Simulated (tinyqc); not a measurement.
Bloch-Grueneisen resistivity of a metal. From one set of inputs to another, one input at a time. Computed by tinyqc, a small Python program. Command: `OMP_NUM_THREADS=1 python tinyqc.py 3015154 3015155 out.jsonl bg ladder`. One thread of a shared host (Intel(R) Xeon(R) Processor @ 2.30GHz), about 0.01 s of CPU time with the checks.

Electrons scatter from a Debye spectrum of phonons (n = 5 for scattering within one band, n = 3 for scattering into a second, heavy band) and from static defects.

The inputs printed are set A. Set A is modelled on ruthenium; the values taken over come from a set modelled on iridium. Inputs not listed in the table keep their values of set A, so the rows need not describe a real material.

Inputs (values chosen for the exercise, modelled on ruthenium):

| quantity | value | unit |
|---|---|---|
| exponent n | 3 | - |
| Debye temperature Theta | 408 | K |
| transport coupling lambda_tr | 0.39 | - |
| Drude plasma energy hbar w_p | 7.6 | eV |
| residual resistivity rho_0 | 0.15 | microohm cm |
| temperature T | 600 | K |
| saturation resistivity | 110 | microohm cm |

Addition: saturation.

Constants: k_B = 1.380649e-23 J/K; hbar = 1.054571817e-34 J s; eps_0 = 8.8541878128e-12 F/m; hbar = 6.582119569e-16 eV s; k_B = 8.617333262e-05 eV/K.

Method:
- J_n(y) = int_0^y x^n e^x/(e^x - 1)^2 dx, by 96 Gauss-Legendre points (upper limit at most 60).
- rho_ph = (n - 1) rho_1 (T/Theta)^n J_n(Theta/T), with rho_1 = 2 pi lambda_tr k_B Theta/(hbar eps_0 w_p^2), the high-temperature line at T = Theta.
- Parallel-resistor saturation: 1/rho = 1/(rho_0 + rho_ph) + 1/rho_sat.
- Temperature coefficient (1/rho) d rho/dT by a central difference of +/- 0.5 K; residual ratio rho(295 K)/rho(4.2 K); scattering time tau = 1/(eps_0 w_p^2 rho); Wiedemann-Franz kappa = L_0 T/rho, L_0 = (pi^2/3)(k_B/e)^2.

Each row keeps all changes above it:

| input moved | from | to | resistivity rho (microohm cm) | residual resistance ratio | Wiedemann-Franz conductivity (W/(m K)) |
|---|---|---|---|---|---|
| set A | - | - | 14.080 | 47.209 | 104.10 |
| Drude plasma energy hbar w_p (eV) | 7.6 | 9.2 | 10.055 | 33.190 | 145.78 |
| temperature T (K) | 600 | 373 | 6.347 | 33.190 | 143.56 |
| Debye temperature Theta (K) | 408 | 305 | 6.474 | 34.228 | 140.75 |
| residual resistivity rho_0 (microohm cm) | 0.15 | 0.9 | 7.134 | 6.509 | 127.72 |
| transport coupling lambda_tr | 0.39 | 0.37 | 6.832 | 6.238 | 133.38 |
| saturation resistivity (microohm cm) | 110 | 130 | 6.898 | 6.280 | 132.11 |

Which inputs carry the difference?

Resistivity rho goes from 14.1 to 6.90, a factor 0.490 in all. The largest single move comes from temperature T (a factor 0.631), and residual resistivity rho_0 works against it (a factor 1.10). Residual resistance ratio goes from 47.2 to 6.28, a factor 0.133 in all. The largest single move comes from residual resistivity rho_0 (a factor 0.190). Wiedemann-Franz conductivity goes from 104 to 132, a factor 1.27 in all. The largest single move comes from Drude plasma energy hbar w_p (a factor 1.40), and residual resistivity rho_0 works against it (a factor 0.907). The single moves hold for this order of the switches; the total does not depend on the order.

Extremes, crossings and ranges named in words are read from the listed rows.
